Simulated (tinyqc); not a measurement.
A log to judge: two-valley model of the transferred-electron effect. Computed by tinyqc. Command: `OMP_NUM_THREADS=1 python tinyqc.py 3016882 3016883 out.jsonl gunn walk`. One thread of a shared host (Intel(R) Xeon(R) Processor @ 2.30GHz), about 0.01 s of CPU time with the checks.

Both kinds of valley share one electron temperature T_e, and each has a constant mobility.

Inputs (values chosen for the exercise, modelled on GaAs):
```
quantity                       value        unit
central-valley mass m1         0.065         m_0
satellite-valley mass m2        0.22         m_0
satellite valleys Z                4           -
valley separation dE             0.3          eV
central-valley mobility mu1     8200  cm^2/(V s)
satellite-valley mobility mu2    190  cm^2/(V s)
energy relaxation time tau_E     1.1          ps
lattice temperature T             77           K
electric field F                  10       kV/cm
mixing                           0.8           -
iteration cap                     50           -
```

Solver: damped fixed point.

Constants: k_B = 8.617333262e-05 eV/K.

Method. Density-of-states ratio R = Z (m2/m1)^(3/2); n2/n1 = R exp(-dE/(k_B T_e)); mean mobility mu = (mu1 + mu2 n2/n1)/(1 + n2/n1); energy balance e mu F^2 = (3/2) k_B (T_e - T)/tau_E; v = mu F. Fixed point from T_e = T: T_out = T + (2/3) e mu(T_e) F^2 tau_E/k_B, T_new = T_e + mixing (T_out - T_e); stop when |T_out - T_e| is below 1e-6 K.

Course of the iteration:
```
iteration  T_e (K)  mu (cm^2/(V s))  |T_out - T_e| (K)
1            77.00          8200.00        6.97818e+03
2          5659.55           743.79        4.94959e+03
3          1699.88          2091.34        1.56845e+02
4          1825.35          1894.79        1.35889e+02
5          1716.64          2062.49        1.15530e+02
6          1809.07          1917.95        9.98956e+01
7          1729.15          2041.52        8.51817e+01
...            ...              ...                ...
44         1765.28          1983.52        3.06826e-01
45         1765.03          1983.90        2.63531e-01
46         1765.24          1983.57        2.26354e-01
47         1765.06          1983.85        1.94415e-01
48         1765.22          1983.61        1.66987e-01
49         1765.08          1983.82        1.43426e-01
50         1765.20          1983.64        1.23191e-01
```

Can the last value be used, and what does the course show?

No. Not converged within 50 iterations: the residual falls at every step, but slowly, by a factor of about 0.859 a step. T_e jumps up and down: T_out falls steeply as T_e rises, since hot electrons move to the slow valleys, and this mixing overshoots. Reruns converge with mixing = 0.1, iteration cap = 600; or with mixing = 0.03, iteration cap = 600; or with solver = bisection, iteration cap = 600.
